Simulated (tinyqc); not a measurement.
X-ray photoelectron analysis of a thin oxide on a semiconductor: attenuation lengths, thickness, angle series and band offsets: one step, computed by the program tinyqc.

The same element is seen in the oxide and in the substrate, at nearly the same kinetic energy; films are flat and uniform, and the work function is ignored.

Task: Inelastic mean free paths. TPP-2M: lambda = E/(E_p^2 [b ln(c E) - C/E + D/E^2]) in angstrom, E_p = 28.8 sqrt(N_v rho/M), b = -0.10 + 0.944/sqrt(E_p^2 + E_g^2) + 0.069 rho^0.1, c = 0.191/sqrt(rho), U = N_v rho/M, C = 1.97 - 0.91 U, D = 53.4 - 20.8 U, with E = photon energy less binding energy in eV. Attenuation length L = factor x lambda.

Inputs (values chosen for the exercise, modelled on SiO2 on 4H-SiC):
```
quantity,value,unit
photon energy,1486.6,eV
binding energy of the core level,100.5,eV
oxide density,2.14,g/cm^3
oxide formula mass,60.08,g/mol
valence electrons per oxide formula,16,-
oxide gap,8.74,eV
substrate density,3.21,g/cm^3
substrate formula mass,40.1,g/mol
valence electrons per substrate formula,8,-
substrate gap,3.26,eV
attenuation length over inelastic mean free path,0.91,-
```

Give: kinetic energy E; the table «Terms» with the columns E_p (eV), b, c, lambda (nm), for layer = oxide, substrate; L in the oxide; L in the substrate.

Result:

kinetic energy E = 1386.1 eV

Terms:
```
layer,E_p (eV),b,c,lambda (nm)
oxide,21.742,0.014740,0.13056,3.8788
substrate,23.047,0.018091,0.10661,2.9190
```

L in the oxide = 3.5297 nm

L in the substrate = 2.6563 nm
